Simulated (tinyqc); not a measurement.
Inside a calculation. Method: G0W0 on RHF in the 6-31g basis, for H2, spin multiplicity 1. One step of it, computed by the program tinyqc.

Task: G0W0 on Hartree-Fock: LUMO. W(p,q,m) = sqrt2 sum_ia (pq|ia) (X+Y)_ia,m; Sigma_c(x) = sum_(i,m) W^2/(x - e_i + w_m) + sum_(a,m) W^2/(x - e_a - w_m); solve x = e_p + Sigma_c(x) by Newton steps; Z = 1/(1 - dSigma/dx); 1 hartree = 27.211386 eV.

orbital energies (hartree): MO1 -0.548995, MO2 0.192114, MO3 0.859581, MO4 1.226408

Two-electron integrals over orbitals (pq|rs), unique and non-zero (hartree):
```
p,q,r,s,(pq|rs)
1,1,1,1,0.593685
2,1,2,1,0.097985
2,2,1,1,0.438625
2,2,2,2,0.395229
3,1,1,1,0.145667
3,1,2,2,0.061921
3,1,3,1,0.099775
3,2,2,1,-0.002075
3,2,3,2,0.034801
3,3,1,1,0.513667
3,3,2,2,0.393955
3,3,3,1,0.119279
3,3,3,3,0.468834
4,1,2,1,-0.081090
4,1,3,2,-0.039654
4,1,4,1,0.119875
4,2,1,1,-0.140398
4,2,2,2,-0.066022
4,2,3,1,-0.079283
4,2,3,3,-0.111655
4,2,4,2,0.077750
4,3,2,1,-0.106943
4,3,3,2,-0.023023
4,3,4,1,0.125905
4,3,4,3,0.157199
4,4,1,1,0.599952
4,4,2,2,0.446975
4,4,3,1,0.181702
4,4,3,3,0.538904
4,4,4,2,-0.165894
4,4,4,4,0.667332
```

excitation energies w (hartree): 0.892493  1.595697  2.011598

X + Y:
```
,1,2,3
1>2,0.905180,0.000000,-0.069954
1>3,0.000000,0.939539,0.000000
1>4,0.162550,0.000000,0.933199
```

Give: The 12 largest terms at x = e_p; Newton steps; quasiparticle energy of the LUMO; Hartree-Fock value.

Result:

The 12 largest terms at x = e_p (hartree; W for the signs of X + Y given):
```
q,m,W,term
1,1,0.1068,0.0070
1,3,-0.1167,0.0049
2,2,0.0823,-0.0042
4,2,-0.1053,-0.0042
3,3,-0.0521,-0.0010
3,1,-0.0118,-8.88e-05
```

Newton steps (hartree):
```
step,x,Sigma_c(x),Z
0,0.1921,0.0024,0.9893
1,0.1945,0.0023,0.9893
2,0.1945,0.0023,0.9893
```

quasiparticle energy of the LUMO = 5.2914 eV

Hartree-Fock value = 5.2277 eV
